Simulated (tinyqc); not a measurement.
What each parameter does: heterojunction of two tight-binding chains.

Left chain: hopping -t1, sites at 2 t1 (band bottom 0). Right chain: hopping -t2, sites at dE + 2 t2 (bottom dE). t = c/(m a^2), c = hbar^2/2m0. The bond across the interface is -tc with tc = f sqrt(t1 t2), and the last left site has the extra energy U. In a chain E = bottom + 2t (1 - cos(ka)); the surface Green function of a half chain is g = -exp(ika)/t, with Im k > 0 where cos(ka) > 1.

Constants: hbar^2/2m0 = 3.80998211 eV angstrom^2.

Parameters, chosen for this exercise (masses and offset of the size met at InGaAs / InAlAs; the results hold for these values, not for the real material): a = 2.8 angstrom (site spacing); m1 = 0.043 m0 (mass on the left); m2 = 0.078 m0 (mass on the right); dE = 0.44 eV (band offset); f = 1.22 (factor on the interface hopping); U = 0 eV (extra energy on the last left site); E = 0.487 eV (electron energy).

T = 4 Im(S1) Im(S2) |G|^2 with G = 1/(E - 2 t1 - U - S1 - S2), S1 = -t1 exp(i k1 a), S2 = -(tc^2/t2) exp(i k2 a). Each row changes one parameter from the base and keeps the others.

Results:
```
case                    T    k1 a    k2 a
base               0.2906  0.2080  0.0869
m1 = 0.0516 m0     0.3033  0.2279  0.0869
m2 = 0.0936 m0     0.3121  0.2080  0.0952
dE = 0.39 eV       0.3809  0.2080  0.1249
f = 1.098          0.5905  0.2080  0.0869
U = 0.2 eV         0.3052  0.2080  0.0869
a = 2.24 angstrom  0.2132  0.1663  0.0695
```

The largest shifts from the base row, up to three for each result and ties (the steps differ in size, so this ranks the rows, not the parameters). T: f +0.2998, dE +0.0903, a -0.0774. k1 a: a -0.0417, m1 +0.0199; unchanged at the printed digits by m2, dE, f and U. k2 a: dE +0.0380, a -0.0174, m2 +0.0083; unchanged at the printed digits by m1, f and U.

Computed by tinyqc, a small Python program: `OMP_NUM_THREADS=1 python tinyqc.py 1481913 1481914 out.jsonl` (the numbers bound the seed that draws the inputs); one thread of a shared host (Intel(R) Xeon(R) Processor @ 2.30GHz), about 0.01 s for the whole set of steps.
